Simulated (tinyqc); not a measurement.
## Single-electron transistor, orthodox theory and master equation: current against bias

A metal island with n extra electrons joins the left lead (voltage V) and the right lead (0 V) by tunnel junctions and couples to a gate. Cs = CL + CR + Cg. Adding electron n + 1 costs mu(n) = [q (n + 1/2) - CL V - Cg Vg]/Cs (in volts); the Fermi levels are -V (left) and 0 (right). A jump that gains the energy W has the rate G(W) = (W/q)/(R [1 - exp(-W/Vt)]), W in volts, Vt = kB T/q. Sequential tunnelling only; I > 0 flows from left to right.

Onto the island: from the left W = -V - mu(n), from the right W = -mu(n); off the island (n + 1 to n): to the left W = mu(n) + V, to the right W = mu(n). Steady state: p(n + 1)/p(n) = (sum of on rates)/(sum of off rates), normalised. I = q sum_n [p(n + 1) (off to left) - p(n) (on from left)]. Enough charge states are kept that the digits shown do not change.

Parameters, values chosen for the exercise: capacitance of the left junction CL = 5.2 aF; capacitance of the right junction CR = 3.1 aF; gate capacitance Cg = 0.91 aF; resistance of the left junction RL = 81 kohm; resistance of the right junction RR = 1600 kohm; temperature T = 7.3 K; gate voltage Vg = 120 mV.

Constants: q = 1.602176634e-19 C, kB = 1.380649e-23 J/K, Vt = kB T/q. Results are converted to the units shown.

Current against bias:
```
V (mV)   I (nA)   mean n  states above 1 %  I (RL + RR)/V
1.74    0.04823   0.9800                 2        0.04660
6.67      1.359   0.6861                 2         0.3424
11.6      4.680   0.2286                 2         0.6783
16.5      6.731   0.1367                 2         0.6858
21.5      8.505   0.1111                 2         0.6649
26.4      10.23   0.0992                 2         0.6517
31.3      12.02   0.0926                 2         0.6455
36.2      13.80   0.0880                 2         0.6407
41.2      15.68   0.0768                 2         0.6399
46.1      18.58  -0.0311                 3         0.6777
51        23.60  -0.3339                 3         0.7780
56        27.58  -0.5374                 3         0.8278
60.9      30.40  -0.6377                 3         0.8391
```

At zero temperature the blockade would end at V = 7.25 mV. The ratio I (RL + RR)/V moves up and down between 0.0466 and 0.839. Over the second half of the table the slope between rows varies from 0.611 to 1.72 times 1/(RL + RR): a Coulomb staircase, which a rerun with equal junctions shows much less.

Range of the model: Cotunnelling, which dominates deep in the blockade, is left out. A junction resistance within a factor of four of h/q^2 = 25.8 kohm strains the orthodox theory.

Numbers from tinyqc (`OMP_NUM_THREADS=1 python tinyqc.py 2780038 2780039 out.jsonl`; about 0.01 s on one thread of a shared Intel Xeon 2.30GHz).
